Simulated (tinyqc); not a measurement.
Mobility of a non-polar semiconductor in the relaxation-time approximation: one step, computed by the program tinyqc. Command: `OMP_NUM_THREADS=1 python tinyqc.py 3031324 3031325 out.jsonl rta walk`. One thread of a shared host (Intel(R) Xeon(R) Processor @ 2.30GHz), about 0.01 s of CPU time with the checks.

Each valley is treated as a sphere of mass m_d for states and rates, with one isotropic relaxation time; the conductivity mass m_c sets the current.

Problem. Rates at a few energies. Kane band: hbar^2 k^2/(2 m) = E (1 + alpha E), speed v = hbar k/(m (1 + 2 alpha E)), states per spin, volume and energy g(E) = m k (1 + 2 alpha E)/(2 pi^2 hbar^2); overlap factors are set to 1. Here m = m_d. Masses are multiplied by m_0 and all formulas are in SI units. Phonon occupation N_q = 1/(exp(hbar w/(k_B T)) - 1). Acoustic deformation potential (elastic, equipartition, absorption and emission together): 1/tau = 2 pi k_B T D_A^2 g(E)/(hbar rho v_l^2). Optical or intervalley deformation potential: 1/tau = (pi Z_f D_o^2/(rho w)) [N_q g(E + hbar w) + (N_q + 1) g(E - hbar w)], with g = 0 below the band edge. Each optical term is multiplied by (1 - f(E'))/(1 - f(E)), E' the final energy, for Pauli blocking. Singly charged impurities, momentum relaxation: 1/tau = N_I e^4 m (1 + 2 alpha E) Phi/(8 pi (eps_s eps_0)^2 hbar^3 k^3), with alpha = 0 for a parabolic band. Brooks-Herring: Phi = ln(1 + b) - b/(1 + b), b = 4 k^2 L_s^2. Neutral impurities (Erginsoy): 1/tau = 20 N_n a_B hbar/m, a_B = 4 pi eps_s eps_0 hbar^2/(m e^2).

Inputs (values chosen for the exercise, modelled on electrons in germanium):
```
quantity                                            value       unit
non-parabolicity alpha                               0.63       1/eV
static permittivity eps_s                              16          -
density rho                                          5323     kg/m^3
sound velocity v_l                                   5330        m/s
acoustic deformation potential D_A                     11         eV
phonon energy hbar w                                 30.4        meV
optical or intervalley deformation potential D_o      4.3  1e8 eV/cm
final valleys Z_f                                       3          -
temperature T                                         200          K
neutral impurity density N_n                      4.4e+17     1/cm^3
```

Band: Kane. Impurity formula: Brooks-Herring. Further scattering: neutral impurities.

reduced Fermi level eta = 0.4566898

density-of-states mass m_d = 0.2153285 m_0

ionised impurity density N_I = 6.20e+18 1/cm^3

screening length L_s = 1.829573 nm

Constants: k_B = 8.617333262e-05 eV/K; k_B = 1.380649e-23 J/K; e = 1.602176634e-19 C; hbar = 1.054571817e-34 J s; m_0 = 9.1093837015e-31 kg; hbar = 6.582119569e-16 eV s; eps_0 = 8.8541878128e-12 F/m.

Give: Rates (1e12/s) at E = (max(eta, 0) + 0.5, 1, 2, 4) k_B T.

Solution.

Rates (1e12/s) at E = (max(eta, 0) + 0.5, 1, 2, 4) k_B T:
```
E (meV)  acoustic  optical  ionised impurity  neutral impurity
16.49       0.946    0.271             12.35             18.60
25.11       1.183    0.264             10.63             18.60
42.34       1.576    0.597              8.08             18.60
76.81       2.234    1.304              5.32             18.60
```
